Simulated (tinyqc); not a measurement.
Inside a calculation. Method: UHF in the 6-31g basis, for H4+, spin multiplicity 2. One step of it, computed by the program tinyqc.

Task: Iteration 2: DIIS coefficients. Solve [B -1; -1 0][c; lambda] = [0; -1] for the coefficients, which sum to one.

B (overlaps of the stored error matrices):
```
               1              2
1  1.3780904e+00  1.3141808e-01
2  1.3141808e-01  1.0853744e-01
```

Give: DIIS coefficients.

Result:

DIIS coefficients: -0.0187  1.0187
